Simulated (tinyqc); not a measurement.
Dielectric confinement in a thin film (image charges), step by step. Values are carried at full precision from step to step, so a last printed digit may differ when a step is redone from the rounded ones.

A film |z| < t/2 of dielectric constant eps between half-spaces of dielectric constant e2; lam = (eps - e2)/(eps + e2), q = e^2/(4 pi eps0). The self-energy of a band edge is taken with the high-frequency value, e2 = eh, and the field of a fixed ion with the static one, e2 = eo. A charge at z has images lam^|n| at n t + (-1)^n z. Its self-energy is S(z) = (q/2 eps) sum over n >= 1 of lam^n [1/(n t - 2z) + 1/(n t + 2z)] for odd n and 2 lam^n/(n t) for even n; at the centre S(0) = -(q/(eps t)) ln(1 - lam).

Constants: e^2/(4 pi eps0) = 14.39964547 eV angstrom; hbar^2/2m0 = 3.80998211 eV angstrom^2; Ry = 13.60569312 eV.

Values chosen for the exercise (near those of an InGaAs film between layers of SiO2; the results hold for these values, not for the real material):
```
symbol  value  unit      meaning
t       22     angstrom  film thickness
eps     13.5             dielectric constant of the film
eh      2.1              high-frequency dielectric constant outside
mz      0.047  m0        mass across the film
eo      3.7              static dielectric constant outside
m       0.045  m0        mass in the plane
```

## Images for a charge at the centre

Give lam, the first five terms (q/eps) lam^n/(n t), their sum and the closed form.

lam = 0.7308

terms (meV): [35.43, 12.95, 6.31, 3.46, 2.02]

sum of five = 60.16 meV
S(0) = 63.62 meV

The surroundings screen less than the film, so the images repel and each band edge moves outwards: the gap changes by about 2 S = +127 meV. The static value 3.7 would give S(0) = +40.9 meV.

## Self-energy across the film

S at 2z/t = 0, 0.2, 0.4, 0.6, 0.8 and 0.9, summed to n = 399.

Self-energy:
```
2z/t  z (angstrom)  S (meV)
0.0            0.0    63.62
0.2            2.2    65.13
0.4            4.4    70.50
0.6            6.6    83.85
0.8            8.8   127.16
0.9            9.9   215.37
```

Towards the wall S diverges as (q lam/4 eps)/(distance), an artefact of the abrupt interface that the vanishing envelope makes harmless.

## Shift of the subband edge

First order: <S> over the envelope (2/t) cos^2(pi z/t), beside the confinement energy c (pi/t)^2/mz, c = hbar^2/2m0.

<S> = 71.48 meV
confinement energy = 1653.03 meV

|<S>| is 0.04 times the confinement energy; the first goes as 1/t and the second as 1/t^2, so they are equal at t = 509 angstrom.

## Binding of a donor

Donor at the centre, lam from the static eo, trial function cos(pi z/t) exp(-rho/l): E(l) = c/(m l^2) - (q/eps) times the integral over k of F(k t) (1 + (k l/2)^2)^(-3/2), with F(x) = F0 + 2 lam exp(-x) G/(1 - lam exp(-x)), F0 = 2[(1 - exp(-x/2))/x + x (1 + exp(-x/2))/(x^2 + 4 pi^2)], G = 2 sinh(x/2)[1/x - x/(x^2 + 4 pi^2)]; c = hbar^2/2m0. The binding energy is -E at the minimum, counted from the subband edge with its self-energy.

Minimise over l with and without images (lam = 0); Ry* = Ry m/eps^2.

Donor:
```
case         l (angstrom)  binding (meV)  in Ry*
no images            89.8           11.8    3.51
with images          55.8           53.0   15.79
```

Ry* = 3.36 meV

The images change the binding by +41.2 meV, against -2 (q/(eps t)) ln(1 - lam) = +81.8 meV for an orbit much smaller than t. At 300 K the binding is 2.1 kB T.

## Checks

- S(0) from the series against the closed form, meV: both 63.62.
- F(2.3) for lam = 0.7308 from a direct sum over images against the closed form: both 0.9018.

Run: tinyqc, `OMP_NUM_THREADS=1 python tinyqc.py 1251754 1251755 out.jsonl`; Intel(R) Xeon(R) Processor @ 2.30GHz, one thread, shared host; about 0.08 s of CPU time with all checks.
